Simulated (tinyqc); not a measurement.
Electron continuity equation in a given potential, Scharfetter-Gummel discretisation: error of the current against the mesh.

Steady state in one dimension: J = q mu n E + q D dn/dx with E = -dpsi/dx and D = mu Vt, dJ/dx = 0, fixed densities nL and nR at the ends. The potential is given, psi = 0 for x < L/2 and U (2 x/L - 1) beyond, and is not changed by the electrons.

Fluxes J_i = (q D/h)(n_(i+1) P_i - n_i Q_i), d_i = (psi_(i+1) - psi_i)/Vt: Scharfetter-Gummel P = B(d), Q = B(-d), B(d) = d/(exp(d) - 1); central P = 1 - d/2, Q = 1 + d/2; upwind P = 1 + max(-d, 0), Q = 1 + max(d, 0). Balance at each inner node: J_i - J_(i-1) = 0. The reference is Scharfetter-Gummel on 4000 intervals or more. Errors are those of J on the first interval against the reference at its midpoint; errors under 1e-6 % are printed as 0.

Parameters, values chosen for the exercise; mobility close to that of silicon at room temperature:
- T = 250 K (temperature)
- mu = 1370 cm^2/(V s) (electron mobility)
- L = 6.1 um (length of the region)
- nL = 6.5e13 cm^-3 (density at x = 0)
- nR = 1.1e15 cm^-3 (density at x = L)
- U = -0.087 V (potential difference psi(L) - psi(0))

Constants: q = 1.602176634e-19 C, kB = 1.380649e-23 J/K, Vt = kB T/q. Results are converted to the units shown.

The same in every row: reference J (A/cm^2) = 65.30.

Results:
```
N    largest |d|  SG error (%)  central error (%)  upwind error (%)
5          1.615        -0.723               3.65             -15.7
10        0.8077             0               1.14             -9.16
20        0.4038             0              0.285             -4.50
40        0.2019             0             0.0712             -2.20
160      0.05048             0            4.45e-3            -0.535
```

Estimate the missing row, N = 80.

Computed row:
```
N   largest |d|  SG error (%)  central error (%)  upwind error (%)
80       0.1010             0             0.0178             -1.08
```

With this row back in the table: From N = 80 to 160 the error shrinks by 4.0 (central), 2.0 (upwind); 4 marks second order and 2 first order. At N = 5 the errors are -0.72, 3.6 and -16 %.

Numbers from tinyqc (`OMP_NUM_THREADS=1 python tinyqc.py 2220118 2220119 out.jsonl`; about 0.01 s on one thread of a shared Intel Xeon 2.30GHz).
